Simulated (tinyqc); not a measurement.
Minority carriers and saturation current of a heavily doped emitter: one step of the calculation.

n-type, parabolic bands, full ionisation. eta = (EF - Ec)/kB T solves N = Nc F12(eta), F12(x) = (2/sqrt(pi)) int_0^infinity sqrt(u)/(1 + exp(u - x)) du. The gap shrinks rigidly by dEg = E1 [ln(N/N0) + sqrt(ln^2(N/N0) + 0.5)], an empirical law that is here taken as the true narrowing.

Task. Saturation current. 1/tau = Cn N^2 + 1/ts, D = mup Vt, L = sqrt(D tau); J0 = (q p0 D/L)(s + tanh(W/L))/(1 + s tanh(W/L)), s = S L/D; the share recombining inside is 1 - 1/[cosh(W/L)(1 + tanh(W/L)/s)].

Inputs (values chosen for the exercise); band and dielectric values close to those of silicon: temperature T = 300 K; ionised donor density N = 4.8e19 cm^-3; minority-hole mobility mup = 250 cm^2/(V s); Auger coefficient Cn = 2.1e-31 cm^6/s; defect lifetime ts = 1.2 us; emitter width W = 240 nm; recombination velocity at the contact S = 7400 cm/s.

Constants: q = 1.602176634e-19 C, kB = 1.380649e-23 J/K, Vt = kB T/q. Results are converted to the units shown.

p0 = 36.902220 cm^-3

Find: tau; L; s; J0; share recombining inside.

Result.

tau = 2.0632 ns
L = 1154.8 nm
s = 0.13222
J0 = 108.61 fA/cm^2
share recombining inside = 61.611 %

Bulk and contact share the loss.

Range of the model: Band tails, non-parabolic bands and incomplete ionisation are left out.

Program tinyqc, `OMP_NUM_THREADS=1 python tinyqc.py 2330149 2330150 out.jsonl`; Intel Xeon 2.30GHz, shared host, one thread, about 0.01 s.
